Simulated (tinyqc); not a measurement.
# Changing the plasma density n_e

Model: ion-assisted plasma etching: sheath, surface coverage, synergy and aspect-ratio dependence. Computed by tinyqc, a small Python program. Command: `OMP_NUM_THREADS=1 python tinyqc.py 3023430 3023431 out.jsonl etch sweep`. One thread of a shared host (Intel(R) Xeon(R) Processor @ 2.30GHz), about 0.01 s of CPU time with the checks.

Radicals adsorb on bare sites; ions remove covered sites with a high yield and bare sites by sputtering; a slow spontaneous reaction acts everywhere, walls included.

Inputs (values chosen for the exercise, close to those used for silicon in a halogen plasma): electron temperature T_e = 3.6 eV; ion mass M_i = 80 u; sheath voltage V = 340 V; radical density n = 4.7e+12 1/cm^3; radical mass M_n = 80 u; gas temperature T_g = 400 K; sticking coefficient s = 0.36; radicals per removed unit x = 3; yield slope b = 0.29 eV^(-1/2); threshold E_th = 8.3 eV; sputter slope b_p = 0.013 eV^(-1/2); sputter threshold E_p = 33 eV; spontaneous reaction probability k_c = 0.00011; solid density N = 5e+22 1/cm^3; ion temperature T_i = 0.29 eV.

Feature: round hole.

Constants: e = 1.602176634e-19 C; u = 1.6605390666e-27 kg; k_B = 1.380649e-23 J/K; eps_0 = 8.8541878128e-12 F/m.

Method:
- Bohm speed u_B = sqrt(e T_e/M_i); ion flux G_i = 0.61 n_e u_B; radical flux G_n = n c/4 with c = sqrt(8 k_B T_g/(pi M_n)).
- Debye length lambda_D = sqrt(eps_0 T_e/(e n_s)) with n_s = 0.61 n_e, T_e in volts; Child-law sheath d = (sqrt2/3) lambda_D (2 V/T_e)^(3/4); ion energy E = V + T_e/2; angular spread = arctan(sqrt(T_i/E)).
- Yields: Y = b (sqrt(E) - sqrt(E_th)) on covered sites, Y_p = b_p (sqrt(E) - sqrt(E_p)) on bare ones (zero below threshold).
- Steady coverage: s G_n (1 - theta) = x Y G_i theta; removal flux = Y G_i theta + Y_p G_i (1 - theta) + k_c G_n; rate = flux/N, 1 cm/s = 6e8 nm/min.
- Lateral rate = k_c G_n/N; anisotropy = 1 - lateral/vertical; synergy = vertical/(ions alone + radicals alone), with ions alone Y_p G_i/N and radicals alone the lateral rate.

One run for each value:
```
plasma density n_e (1/cm^3)  vertical rate (nm/min)  coverage theta  anisotropy  sheath thickness (um)
2.00e+09                                      11.19         0.79949     0.99549                 9699.3
4.30e+09                                      19.72         0.64968     0.99744                 6614.8
9.50e+09                                      31.28         0.45635     0.99839                 4450.3
2.10e+10                                      43.80         0.27523     0.99885                 2993.3
4.50e+10                                      56.47         0.15054     0.99911                 2044.8
9.70e+10                                      73.57         0.07597     0.99931                 1392.7
2.10e+11                                     104.21         0.03659     0.99952                  946.6
4.60e+11                                     168.42         0.01704     0.99970                  639.6
1.00e+12                                     305.35         0.00791     0.99983                  433.8
```

What does the table show, and why?

Over the rows, vertical rate (nm/min) rises from 11.2 to 305 (exponent d ln y / d ln x between 0.33 and 0.77); coverage theta falls from 0.799 to 0.00791 (exponent d ln y / d ln x -0.27 between the first rows and -0.99 between the last); anisotropy rises from 0.9955 to 0.9998 (exponent d ln y / d ln x 0.0026 between the first rows and 1.7e-4 between the last). The exponent of sheath thickness stays at -0.50: the sheath scales with the Debye length. More ions strip the radicals, so control passes from ions to radicals.

Caution (rows 2.00e9, 4.30e9, 9.50e9, 2.10e10, 4.50e10): a sheath of several millimetres is collisional at usual pressures, which lowers the ion energy and widens the angles.

Extremes, crossings and ranges named in words are read from the listed rows.
